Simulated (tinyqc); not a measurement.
## Metal-interlayer-semiconductor contact, depinning against tunnelling resistance: contact resistivity against the metal work function

Zero bias, n-type semiconductor. Gap states at the semiconductor surface thin out as exp(-be ti), which unpins the barrier; electrons must then cross the interlayer (a rectangular barrier, no voltage drop across it) and the parabolic depleted layer, both by WKB. Energies E are counted from the Fermi level; no image force, parabolic bands.

S = 1/(1 + (1/S0 - 1) exp(-be ti)); phiB = S (phiM - chi) + (1 - S)(Eg - E0); xi = Ec - EF deep inside, from Nd = Nc F(-xi/Vt), F(x) = (2/sqrt(pi)) int_0^infinity sqrt(u) du/(1 + exp(u - x)); band bending U = phiB - xi; E00 = (hbar/2) sqrt(Nd/(eps0 eps_r mt m0)) in volts; A = 4 pi q mA m0 kB^2/h^3. With U = phiB - xi: for xi < E < phiB, y = (E - xi)/U and G1 = (U/E00) [sqrt(1 - y) - y ln((1 + sqrt(1 - y))/sqrt(y))], G1 = 0 above phiB; G2 = 2 ti sqrt(mi max(phiB + dE - E, 0)/C), C = hbar^2/(2 m0); f = 1/(1 + exp(E/Vt)); 1/rho_c = (A T^2/Vt^2) times the integral of exp(-G1 - G2) f over E from xi upwards. Shares under 0.001 % are printed as 0; rows without band bending are left out.

Values chosen for this exercise; semiconductor values close to those of silicon; interlayer mass of the order of that in hafnium oxide, offset chosen freely:
- T = 400 K (temperature)
- Eg = 1.14 eV (band gap)
- eps_r = 11.7 (relative permittivity)
- chi = 3.9 eV (electron affinity)
- Nc = 4.31e19 cm^-3 (conduction-band density of states at T)
- mt = 0.197 m0 (tunnelling mass in the semiconductor)
- mA = 2.02 m0 (Richardson mass)
- Nd = 8.9e19 cm^-3 (donor density)
- E0 = 0.37 eV (charge-neutrality level above the valence band)
- S0 = 0.27 (pinning factor without interlayer)
- ti = 1.2 nm (interlayer thickness)
- dE = 1.6 eV (conduction-band offset of the interlayer above the semiconductor)
- mi = 0.2 m0 (tunnelling mass in the interlayer)
- be = 3.1 1/nm (decay constant of gap states through the interlayer)

Constants: q = 1.602176634e-19 C, kB = 1.380649e-23 J/K, eps0 = 8.8541878128e-12 F/m, hbar = 1.054571817e-34 J s, h = 6.62607015e-34 J s, m0 = 9.1093837015e-31 kg, Vt = kB T/q, hbar^2/(2 m0) = 0.0380998212 eV nm^2. Results are converted to the units shown.

The same in every row: S = 0.939; E00/Vt = 3.35.

Results:

| phiM (eV) | phiB (eV) | rho_c (ohm cm^2) | rho_c with G2 = 0 (ohm cm^2) | peak of the integrand (eV) | share above phiB (%) |
|---|---|---|---|---|---|
| 3.8 | -0.0465 | 5.05e-7 | 5.38e-10 | -0.0470 | 96.3 |
| 4 | 0.141 | 1.69e-6 | 1.25e-9 | -0.00379 | 3.24 |
| 4.2 | 0.329 | 9.49e-6 | 4.91e-9 | 0.00672 | 0.0792 |
| 4.4 | 0.517 | 5.84e-5 | 2.13e-8 | 0.0130 | 0.00210 |
| 4.6 | 0.704 | 3.70e-4 | 9.60e-8 | 0.0175 | 0 |
| 5 | 1.08 | 0.0152 | 2.07e-6 | 0.0241 | 0 |

Estimate the missing row, phiM = 4.8 eV.

Computed row:

| phiM (eV) | phiB (eV) | rho_c (ohm cm^2) | rho_c with G2 = 0 (ohm cm^2) | peak of the integrand (eV) | share above phiB (%) |
|---|---|---|---|---|---|
| 4.8 | 0.892 | 0.00237 | 4.43e-7 | 0.0211 | 0 |

With this row back in the table: As phiM goes from 3.8 to 5, phiB rises from -0.0465 to 1.08 eV and rho_c rises from 5.05e-7 to 0.0152 ohm cm^2. The ratio of rho_c to its value with G2 = 0 runs from 939 to 7350.

Range of the model: The depletion charge would drop about 0.22 V across such an interlayer (eps_r near 20) at ti = 1.2 nm and Nd = 8.9e19 cm^-3, against a band bending of 0.35 V; this model leaves that drop out.

tinyqc, about 0.02 s, one thread, Intel Xeon 2.30GHz (shared host): `OMP_NUM_THREADS=1 python tinyqc.py 2270015 2270016 out.jsonl`
